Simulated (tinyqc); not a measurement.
Atomic layer deposition: Langmuir saturation, growth per cycle and coating of deep features. Changing the pulse time t. Computed by tinyqc, a small Python program. Command: `OMP_NUM_THREADS=1 python tinyqc.py 3005068 3005069 out.jsonl ald sweep`. One thread of a shared host (Intel(R) Xeon(R) Processor @ 2.30GHz), about 0.05 s of CPU time with the checks.

Precursor A sticks only on free sites, so a long enough pulse saturates; co-reactant B then frees the sites again.

Inputs (values chosen for the exercise, modelled on silicon dioxide from an aminosilane and ozone):

| quantity | value | unit |
|---|---|---|
| precursor mass M | 174 | u |
| site density q | 2.9 | 1/nm^2 |
| growth per cycle at saturation G | 1.1 | angstrom |
| sticking probability beta on free sites | 0.0051 | - |
| precursor pressure p | 5.3 | Pa |
| temperature T | 200 | C |
| co-reactant completion per pulse c_B | 0.9 | - |
| desorption energy E_d | 1.38 | eV |
| purge time t_p | 15 | s |
| aspect ratio a | 53 | - |

Feature: round hole.

Constants: u = 1.6605390666e-27 kg; k_B = 1.380649e-23 J/K; k_B = 8.617333262e-05 eV/K.

Method:
- Wall flux F = p/sqrt(2 pi M k_B T); rate of filling k_a = beta F/q; desorption k_d = 1e13 exp(-E_d/(k_B T)) per second. 1/m^2 = 1e-18/nm^2.
- Temperatures in kelvin are T(C) + 273.15.
- One cycle from coverage th0: pulse A gives th1 = th_s + (th0 - th_s) exp(-(k_a + k_d) t), th_s = k_a/(k_a + k_d); the purge leaves th2 = th1 exp(-k_d t_p); pulse B converts c_B th2 into film and leaves th3 = (1 - c_B) th2. Growth = G c_B th2.
- The periodic state has th0 = th3: th0 = (1 - c_B) e_p th_s (1 - e_a)/(1 - (1 - c_B) e_p e_a), with e_a = exp(-(k_a + k_d) t), e_p = exp(-k_d t_p).
- Share of impinging molecules used = q (th1 - th0)/(F t).
- Diffusion-limited filling (Gordon) of a round hole of diameter w: a saturation front at depth z needs dz/dt = D_K n/(z (4q/w)), with Knudsen D_K = w c/3 and F = n c/4; including the entrance and floor terms, t = (q/F)(1 + 19a/4 + 3a^2/2). Reaction-limited filling needs ln(100)/k_a at any depth, k_a = beta F/q. Flow is molecular. The front picture holds when the modulus a sqrt(beta) is well above 1.
- Depth reached by the given pulse: solve the same formula for a. Exposure = p x diffusion-limited time; 1 langmuir = 1.33322e-4 Pa s.

One run for each value:

| pulse time t (s) | growth per cycle (angstrom) | share of impinging molecules used | aspect ratio reached by the front in time t |
|---|---|---|---|
| 0.0022 | 0.13412 | 4.5855e-03 | 3.56 |
| 0.0054 | 0.28473 | 3.9661e-03 | 6.31 |
| 0.013 | 0.50464 | 2.9199e-03 | 10.55 |
| 0.033 | 0.69288 | 1.5793e-03 | 17.68 |
| 0.082 | 0.73271 | 6.7212e-04 | 28.74 |
| 0.2 | 0.73332 | 2.7580e-04 | 45.74 |
| 0.51 | 0.73332 | 1.0816e-04 | 73.97 |
| 1.3 | 0.73332 | 4.2430e-05 | 119.03 |
| 3.1 | 0.73332 | 1.7793e-05 | 184.66 |
| 7.8 | 0.73332 | 7.0717e-06 | 293.83 |

Describe and explain the trends.

Over the rows, growth per cycle (angstrom) rises from 0.134 to 0.733, flat over part of the range; share of impinging molecules used falls from 0.00459 to 7.07e-6 (exponent d ln y / d ln x -0.16 between the first rows and -1.0 between the last); aspect ratio reached by the front in time t rises from 3.56 to 294 (exponent d ln y / d ln x 0.64 between the first rows and 0.50 between the last). At the high end the exponent of growth per cycle is 0.00, close to 0: self-limiting growth. At the high end the exponent of share of impinging molecules used is -1.00, close to -1: after saturation more gas is wasted. At the high end the exponent of aspect ratio reached by the front in time t is 0.50, close to 0.50: the front moves as sqrt(t). Growth saturates once k_a t passes a few units, since A sticks only on free sites; longer pulses then serve only depth.

Caution (rows 0.00220): common pulse valves need about 10 ms, so a pulse this short is formal. Caution (rows 0.00220, 0.00540, 0.0130, 0.0330): the pulse is shorter than ln(100)/k_a, so even the open surface is not saturated and the depth reached has no meaning. Caution (rows 0.00220, 0.00540, 0.0130, 0.0330): the depth reached is formal here: it is under 2/sqrt(beta), so no sharp front has formed.
